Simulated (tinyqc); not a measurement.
What each parameter does: configuration-coordinate model of carrier capture at a defect.

Two parabolas of equal curvature k in one coordinate Q: with the carrier free at the band edge, U_f = k Q^2/2; with the carrier trapped, U_t = k (Q - dQ)^2/2 - ET. ER = k dQ^2/2, Huang-Rhys factor S = ER/hw, hw = 0.0646541 sqrt(k/M) eV for k in eV/angstrom^2 and M in u. The curves cross at a height Eb = (ER - ET)^2/(4 ER) above the free minimum.

Multiphonon factor for giving p = ET/hw phonons to the lattice: W = exp(-S (2 nb + 1)) ((nb + 1)/nb)^(p/2) I_p(x), nb = 1/(exp(hw/kT) - 1), x = 2 S sqrt(nb (nb + 1)), I_p the modified Bessel function. Classical limit: W = hw exp(-Eb/kT)/sqrt(4 pi ER kT). At T = 0: exp(-S) S^p/Gamma(p + 1).

Constants: kB = 8.617333262e-05 eV/K.

Values chosen for the exercise (of the size met at an oxide trap near a Si / SiO2 interface; the results hold for these values, not for the real material):

| symbol | value | unit | meaning |
|---|---|---|---|
| ET | 0.5 | eV | thermal depth of the level below the band edge |
| ER | 0.56 | eV | relaxation energy |
| hw | 0.051 | eV | phonon energy of the mode |
| T | 250 | K | temperature |

Eb, log10 W and the full width 2.35482 sqrt(ER hw coth(hw/2kT)).

One parameter was then changed.

Results before and after:

| case | Eb (eV) | log10 W | full width (eV) |
|---|---|---|---|
| base | 0.0016 | -0.968 | 0.4372 |
| changed | 0.0002 | -0.958 | 0.4372 |

Which of these changes was made? (a) hw = 0.0612 eV; (b) ET = 0.54 eV; (c) ER = 0.61 eV; (d) T = 280 K.
Answer: (b) ET = 0.54 eV. Of the candidates, run in turn, only this one gives the changed row.

All candidates:

| case | Eb (eV) | log10 W | full width (eV) |
|---|---|---|---|
| base | 0.0016 | -0.968 | 0.4372 |
| ET = 0.54 eV | 0.0002 | -0.958 | 0.4372 |
| ER = 0.61 eV | 0.0050 | -1.024 | 0.4563 |
| hw = 0.0612 eV | 0.0016 | -0.909 | 0.4622 |
| T = 280 K | 0.0016 | -0.979 | 0.4493 |

Computed by tinyqc, a small Python program: `OMP_NUM_THREADS=1 python tinyqc.py 1482158 1482159 out.jsonl` (the numbers bound the seed that draws the inputs); one thread of a shared host (Intel(R) Xeon(R) Processor @ 2.30GHz), about 0.01 s for the whole set of steps.
